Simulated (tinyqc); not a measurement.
IGBT as a p-i-n diode in series with a MOS channel, on-state and switching loss: one step of the calculation.

High injection (n = p) in a drift layer from x = -W/2 (anode) to +W/2 (cathode side), recombination only in the layer with lifetime tau, ideal emitters. The channel feeds the cathode side and carries the whole current. Auger recombination, carrier-carrier scattering, emitter losses and the carrier dip under the p body are left out.

Problem. Carrier profile. n(x) = (tau J/(2 q La))[cosh(x/La)/sinh y - B sinh(x/La)/cosh y]. x/La = (2 x/W) y.

Parameters, values chosen for the exercise; material values close to those of silicon: doping of the drift layer Nd = 1.8e13 cm^-3; high-injection lifetime tau = 20 us; current density J = 250 A/cm^2.

Constants: q = 1.602176634e-19 C. Results are converted to the units shown.

| point | 2 x/W |
|---|---|
| 0 | -1 |
| 1 | -0.75 |
| 2 | -0.5 |
| 3 | -0.25 |
| 4 | 0 |
| 5 | 0.25 |
| 6 | 0.5 |
| 7 | 0.75 |
| 8 | 1 |

B = 0.48897796
La = 161.78776 um
y = 1.0816640

Give: n.

Solution.

| point | n (cm^-3) |
|---|---|
| 0 | 1.589e18 |
| 1 | 1.255e18 |
| 2 | 1.012e18 |
| 3 | 8.446e17 |
| 4 | 7.389e17 |
| 5 | 6.876e17 |
| 6 | 6.868e17 |
| 7 | 7.366e17 |
| 8 | 8.406e17 |

The density is 1.89 times higher at the anode than at the cathode side, since holes are the slower carriers; its smallest listed value is 38200 times Nd.

Program tinyqc, `OMP_NUM_THREADS=1 python tinyqc.py 2590131 2590132 out.jsonl`; Intel Xeon 2.30GHz, shared host, one thread, about 0.01 s.
